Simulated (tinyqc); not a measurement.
What moves the results: two-dimensional electron gas with Rashba and Dresselhaus coupling. A value that a table varies takes the place of the one given here.

H = c k^2/m + al (ky sx - kx sy) + b1 (kx sx - ky sy) + gam kx ky (kx sy - ky sx), s the Pauli matrices, x = [100], c = hbar^2/2m0, b1 = gam (pi/L)^2 (hard walls). H = c k^2/m + B.s, so E = c k^2/m -/+ |B| and the lower state has its spin along -B.

Constants: hbar^2/2m0 = 3.80998211 eV angstrom^2.

Parameters, chosen for this exercise (of the size met in InGaAs; the results hold for these values, not for the real material): m = 0.0416 m0 (mass); al = 0.19 eV angstrom (Rashba constant); gam = 20.3 eV angstrom^3 (bulk Dresselhaus constant); L = 144 angstrom (width of the (001) well); n = 3.5 1e11/cm^2 (sheet density (one subband filled)).

## Splitting and spin direction around the circle

At |k| = k0 = sqrt(2 pi n), 1e11/cm^2 = 1e-5/angstrom^2.

Around the circle:

| phi (deg) | Bx (meV) | By (meV) | splitting (meV) | lower spin (deg) |
|---|---|---|---|---|
| 0.0 | 0.1433 | -2.8176 | 5.6425 | 92.9 |
| 22.5 | 1.2017 | -2.6363 | 5.7945 | 114.5 |
| 45.0 | 2.0702 | -2.0702 | 5.8555 | 135.0 |
| 67.5 | 2.6363 | -1.2017 | 5.7945 | 155.5 |
| 90.0 | 2.8176 | -0.1433 | 5.6425 | 177.1 |
| 112.5 | 2.5699 | 0.9548 | 5.4831 | -159.6 |
| 135.0 | 1.9144 | 1.9144 | 5.4148 | -135.0 |
| 157.5 | 0.9548 | 2.5699 | 5.4831 | -110.4 |

What can be read from the table?

The splitting runs from 5.4148 meV at 135 to 5.8555 meV at 45 degrees. Along [110] it is 2 k |al + b1 - 2 b3| and along [-110] 2 k |al - b1 + 2 b3|, b3 = gam k^2/4. From 0 to 90 degrees the spin turns with k (+84 degrees), the sense of the Rashba term.

## Tuning the Rashba term through the balance point

al = f (b1 - b3) at k0 = sqrt(2 pi n), b3 = gam k0^2/4. Helix wavelength along [110]: 2 pi c/(m |al + b1 - b3|). Dyakonov-Perel rates are proportional to the mean squares of the first harmonics: for spin along z, al^2 + (b1 - b3)^2; for the most protected in-plane spin, (al - (b1 - b3))^2/2 (third harmonic left out); both are given over (b1 - b3)^2.

Against f:

| f | al (meV angstrom) | wavelength (micron) | rate, z | rate, in plane |
|---|---|---|---|---|
| 0.00 | 0.000 | 6.734 | 1.000 | 0.5000 |
| 0.25 | 2.137 | 5.387 | 1.062 | 0.2812 |
| 0.50 | 4.273 | 4.489 | 1.250 | 0.1250 |
| 0.75 | 6.410 | 3.848 | 1.562 | 0.0312 |
| 0.90 | 7.691 | 3.544 | 1.810 | 0.0050 |
| 1.00 | 8.546 | 3.367 | 2.000 | 0.0000 |
| 1.25 | 10.683 | 2.993 | 2.562 | 0.0312 |
| 2.00 | 17.092 | 2.245 | 5.000 | 0.5000 |

What does this show?

At f = 1, al = 8.55 meV angstrom, the first harmonic points along one axis for all k and the listed in-plane rate vanishes; the helix would have wavelength 3.37 micron. The third harmonic, b3/(b1 - b3) = 0.13, is small and sets its lifetime. The uniform z spin still relaxes there, twice as fast as at f = 0.

## What each parameter does

Splittings 2|B| at k0 = sqrt(2 pi n) along [100], [110] and [-110], and E0 = c k0^2/m; 1e11/cm^2 = 1e-5/angstrom^2. Each row changes one parameter from the base and keeps the others.

Results:

| case | [100] (meV) | [110] (meV) | [-110] (meV) | E0 (meV) |
|---|---|---|---|---|
| base | 5.6425 | 5.8555 | 5.4148 | 20.14 |
| m = 0.04576 m0 | 5.6425 | 5.8555 | 5.4148 | 18.31 |
| al = 0.228 eV angstrom | 6.7683 | 6.9826 | 6.5418 | 20.14 |
| gam = 24.36 eV angstrom^3 | 5.6457 | 5.8996 | 5.3707 | 20.14 |
| L = 164 angstrom | 5.6395 | 5.7899 | 5.4804 | 20.14 |
| n = 5.25 1e11/cm^2 | 6.9106 | 7.1310 | 6.6723 | 30.21 |

What does this show?

The largest shifts from the base row, up to three for each result and ties (the steps differ in size, so this ranks the rows, not the parameters). [100] (meV): n +1.2681, al +1.1258, gam +0.0032; unchanged at the printed digits by m. [110] (meV): n +1.2755, al +1.1270, L -0.0656; unchanged at the printed digits by m. [-110] (meV): n +1.2575, al +1.1270, L +0.0656; unchanged at the printed digits by m. E0 (meV): n +10.07, m -1.83; unchanged at the printed digits by al, gam and L.

tinyqc: `OMP_NUM_THREADS=1 python tinyqc.py 1451631 1451632 out.jsonl`; about 0.01 s, one thread, shared Intel(R) Xeon(R) Processor @ 2.30GHz.
